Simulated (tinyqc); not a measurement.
Undoped gate-all-around wire MOSFET, analytic charge model: one step of the calculation.

An undoped round wire of radius R under an insulator shell and a surrounding gate; long channel, electrons only, n = ni exp((psi - V)/Vt) with V the quasi-Fermi potential (0 at the source, Vd at the drain), constant mobility, no quantisation. The radial Poisson equation gives n(r) = n(0)/(1 - (1 - b) r^2/R^2)^2 with b = Q0/(Q + Q0). Q is the electron charge per area of the wire surface.

Problem. Charge at the source by Newton steps in y = ln(Q/Q0). With V = 0 and Q = Q0 exp(y): f = Q/Cox + Vt y + Vt ln(1 + Q/Q0) - (Vg - V0); df/dy = Q/Cox + Vt (1 + Q/(Q + Q0)); y(new) = y - f/(df/dy).

Inputs (values chosen for the exercise):
- T = 400 K (temperature)
- Vg = 1.01 V (gate voltage)

Constants: q = 1.602176634e-19 C, kB = 1.380649e-23 J/K, Vt = kB T/q. Results are converted to the units shown.

y at the start = 1
Cox = 3.1400512 uF/cm^2
Q0 = 280.78211 nC/cm^2
V0 = 0.62833667 V

Find: Q; f; df/dy; y after iteration 1.

Solution.

Q = 763.2 nC/cm^2
f = -0.05886 V
df/dy = 0.3027 V
y after iteration 1 = 1.194

Program tinyqc, `OMP_NUM_THREADS=1 python tinyqc.py 2460082 2460083 out.jsonl`; Intel Xeon 2.30GHz, shared host, one thread, about 0.02 s.
